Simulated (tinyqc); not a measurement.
Worked calculation: Hubbard chain of 2 sites. Computed by tinyqc, a small Python program that keeps every step. Settings: hopping = 1.47, U = 11.6, mixing = 0.5, iteration cap = 71. Command: `OMP_NUM_THREADS=1 python tinyqc.py 23930 23931 out.jsonl` (the two numbers bound the seeds that draw the settings). One thread of a shared host (Intel(R) Xeon(R) Processor @ 2.60GHz), about 0.2 s of CPU time with the checks.

one-body matrix (hopping and site energies) (eV):
```
          1         2
1   0.00000  -1.47000
2  -1.47000   0.00000
```

U = 11.60000 eV

electrons, up and down: 1  1

n(up) at the start (a guess, not normalised): 1 0.50000, 2 0.50000

n(down) at the start (a guess): 1 0.50000, 2 0.50000

Each step fills the lowest levels of T + U n(other spin) and sets n(new) = n + mixing (n(out) - n); stop when output and input agree to 1e-8.

Course of the cycle:

| iteration | E (eV) | largest \|n(out) - n(in)\| | mean \|n_up - n_down\| |
|---|---|---|---|
| 1 | 2.8600000 | 1.11e-16 | 0.00000 |

Can the last value be used, and what does the course show?

No, though the log alone does not show it. Converged in 1 iterations. But random starts reach -0.37257 eV, so this is another stationary point, not the lowest one. Reruns (cap 100 unless said): mixing 0.2: converged in 1 to a higher stationary point (E = 2.86000); mixing 0.9: converged in 1 to a higher stationary point (E = 2.86000). Before convergence this energy mixes input and output and is not variational, so it may rise towards its limit.
